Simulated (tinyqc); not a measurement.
Defect, radiative and Auger recombination at equal electron and hole densities (ABC model): one step. The efficiency peak. Four cases, with inputs chosen for the exercise.

Question. IQE peaks at n_p = sqrt(Ae/C); with Q = B/sqrt(Ae C), IQE_max = Q/(Q + 2).

J/(e d) = Ae n + B n^2 + C n^3 with Ae = A + 4 S/w (four side walls, carriers spread evenly), e = 1.602176634e-19 C, lengths in cm; internal efficiency IQE = B n^2/(Ae n + B n^2 + C n^3); all injected carriers recombine in the layer.

Case 1.

Values chosen (orders of magnitude like those quoted for Si; not measured data):
- A = 32000 1/s (defect rate)
- B = 5.7e-15 cm^3/s (radiative coefficient)
- C = 3.2e-30 cm^6/s (Auger coefficient)
- S = 0 cm/s (recombination velocity of the side walls)
- w = 1800 micrometre (side of the square mesa)
- d = 87000 nm (active thickness)

Case 2.

Values chosen (orders of magnitude like those quoted for GaAs; not measured data):
- A = 1500000 1/s (defect rate)
- B = 9.9e-11 cm^3/s (radiative coefficient)
- C = 1.4e-30 cm^6/s (Auger coefficient)
- S = 0 cm/s (recombination velocity of the side walls)
- w = 3.6 micrometre (side of the square mesa)
- d = 79 nm (active thickness)

Case 3.

Values chosen (orders of magnitude like those quoted for Si; not measured data):
- A = 35000 1/s (defect rate)
- B = 3.6e-15 cm^3/s (radiative coefficient)
- C = 3.8e-30 cm^6/s (Auger coefficient)
- S = 0 cm/s (recombination velocity of the side walls)
- w = 2500 micrometre (side of the square mesa)
- d = 130000 nm (active thickness)

Case 4.

Values chosen (orders of magnitude like those quoted for GaN; not measured data):
- A = 24000000 1/s (defect rate)
- B = 2.2e-12 cm^3/s (radiative coefficient)
- C = 4.2e-31 cm^6/s (Auger coefficient)
- S = 43 cm/s (recombination velocity of the side walls)
- w = 93 micrometre (side of the square mesa)
- d = 3.1 nm (active thickness)

Give: Ae; n_p; Q; IQE_max; J at the peak.

Answer.

Case 1.

Ae = 3.200e+04 1/s
n_p = 1.000e+17 1/cm^3
Q = 0.01781
IQE_max = 0.00883
J at the peak = 9.00 A/cm^2

The side walls are taken as passivated.

Case 2.

Ae = 1.500e+06 1/s
n_p = 1.035e+18 1/cm^3
Q = 68.32
IQE_max = 0.972
J at the peak = 138 A/cm^2

The side walls are taken as passivated.

Case 3.

Ae = 3.500e+04 1/s
n_p = 9.597e+16 1/cm^3
Q = 0.009871
IQE_max = 0.00491
J at the peak = 14.1 A/cm^2

The side walls are taken as passivated.

Case 4.

Ae = 2.402e+07 1/s
n_p = 7.562e+18 1/cm^3
Q = 0.6927
IQE_max = 0.257
J at the peak = 24.3 A/cm^2

The side walls supply 0 % of Ae.

Computed by tinyqc, one run a case: `OMP_NUM_THREADS=1 python tinyqc.py N N+1 out.jsonl` with N = 1650036, 1650045, 1650176, 1650206; one thread of a shared Intel(R) Xeon(R) Processor @ 2.30GHz, about 0.01 s a run at most.
